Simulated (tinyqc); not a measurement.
Tunnelling through a gate dielectric, WKB transmission and Tsu-Esaki current: two steps of the calculation.

Electrons leave the emitter at x = 0. Energies E (motion across the layers) are in eV from the emitter Fermi level; the collector Fermi level lies at -V and offers states at every E. No charge in the dielectric and no image force: F1 = V/t1, U = phi1 - F1 x. With C = hbar^2/(2 m0), kappa = sqrt(m (U - E)/C) where U > E and 0 elsewhere; T(E) = exp(-S), S = 2 times the integral of kappa over x.

Values chosen for this exercise; dielectric values close to those of aluminium oxide:
- phi1 = 2.63 eV (barrier of layer 1 above the emitter Fermi level at zero bias)
- m1 = 0.4 m0 (tunnelling mass of layer 1)
- t1 = 2.4 nm (thickness of layer 1)
- V = 1.3 V (voltage across the dielectric)
- E = 0 eV (energy of the electron followed)
- nc = 9 (cells in each layer)

Constants: q = 1.602176634e-19 C, hbar = 1.054571817e-34 J s, m0 = 9.1093837015e-31 kg, hbar^2/(2 m0) = 0.0380998212 eV nm^2. Results are converted to the units shown.

Question 1. WKB exponent by the midpoint rule. Cut each layer into nc equal cells, take U and kappa at the cell centres, and sum S = 2 sum kappa h.

Give: x; U; kappa; S; T(E).

Answer 1.

| cell | x (nm) | U (eV) | kappa (1/nm) |
|---|---|---|---|
| 0 | 0.1333 | 2.5578 | 5.1820 |
| 1 | 0.4000 | 2.4133 | 5.0336 |
| 2 | 0.6667 | 2.2689 | 4.8806 |
| 3 | 0.9333 | 2.1244 | 4.7227 |
| 4 | 1.2000 | 1.9800 | 4.5593 |
| 5 | 1.4667 | 1.8356 | 4.3899 |
| 6 | 1.7333 | 1.6911 | 4.2136 |
| 7 | 2.0000 | 1.5467 | 4.0296 |
| 8 | 2.2667 | 1.4022 | 3.8369 |

S = 21.786
T(E) = 3.4560e-10

Question 2. WKB exponent in closed form. Each layer adds (2/F) sqrt(m/C) [G(u at its left edge) - G(u at its right edge)] to S, with u = U - E (0 where negative) and G(u) = (2/3) u^1.5. The slope follows from 1/d = -dS/dE.

Give: S; T(E); energy d over which T(E) grows by a factor e.

Answer 2.

S = 21.78
T(E) = 3.460e-10
energy d over which T(E) grows by a factor e = 0.1784 eV

The midpoint rule gives S = 21.786, so its T(E) is 0.13 % below this value. The band edge stays above E through the whole stack: direct tunnelling through a trapezoid.

Program tinyqc, `OMP_NUM_THREADS=1 python tinyqc.py 2540004 2540005 out.jsonl`; Intel Xeon 2.30GHz, shared host, one thread, about 0.02 s.
